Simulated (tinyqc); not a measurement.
Plane-wave Kohn-Sham cycle with exchange-only LDA in a layered model solid, step by step. Computed by tinyqc, a small Python program that keeps every step. Settings: points = 16, plane-wave index or count = 2, electrons = 2, k points = 4, area = 26.0, mixing = 0.8, iteration cap = 50, Kerker q0 = 1.32. Command: `OMP_NUM_THREADS=1 python tinyqc.py 23126 23127 out.jsonl` (the two numbers bound the seeds that draw the settings). One thread of a shared host (Intel(R) Xeon(R) Processor @ 2.60GHz), about 0.03 s of CPU time with the checks.

A solid whose potential varies along x alone (atomic units):
```
parameter                      value
period a                   13.100000
cross-section of the cell  26.000000
electrons per cell                 2
grid points                       16
plane waves -n..n, n               2
k points                           4
V1 in V1 cos(2 pi x/a)     -0.260000
V2 in V2 cos(4 pi x/a)     -0.160000
```

Stop when sqrt(dV sum R^2) is below 1e-8, dV = a A/N.

Course of the cycle:
```
iteration  E (hartree)  norm of the residual
1           -0.6857718              1.47e-01
2           -0.6170992              1.24e-01
3           -0.5616236              1.07e-01
4           -0.5182332              9.27e-02
5           -0.4847911              8.05e-02
6           -0.4595357              6.91e-02
7           -0.4412051              5.77e-02
8           -0.4289484              4.51e-02
9           -0.4220252              3.09e-02
10          -0.4191964              1.72e-02
11          -0.4185163              8.22e-03
...                ...                   ...
40          -0.4184227              3.21e-07
41          -0.4184227              2.31e-07
42          -0.4184227              1.67e-07
43          -0.4184227              1.20e-07
44          -0.4184227              8.68e-08
45          -0.4184227              6.26e-08
46          -0.4184227              4.51e-08
47          -0.4184227              3.26e-08
48          -0.4184227              2.35e-08
49          -0.4184227              1.69e-08
50          -0.4184227              1.22e-08
```

Can the last value be used, and what does the course show?

Not by the stop rule, although the second column moves by less than 1e-07 over the last three steps. Not converged within 50 iterations: the residual falls steadily but slowly, by a factor of about 0.72 a step. Reruns (cap 100 unless said): mixing 0.1: not converged; mixing 0.5, Kerker q0 1.0: converged in 57 (E = -0.41842); mixing 0.3, Pulay depth 5: converged in 20 (E = -0.41842); the original settings with a cap of 400: converged in 51 (E = -0.41842).
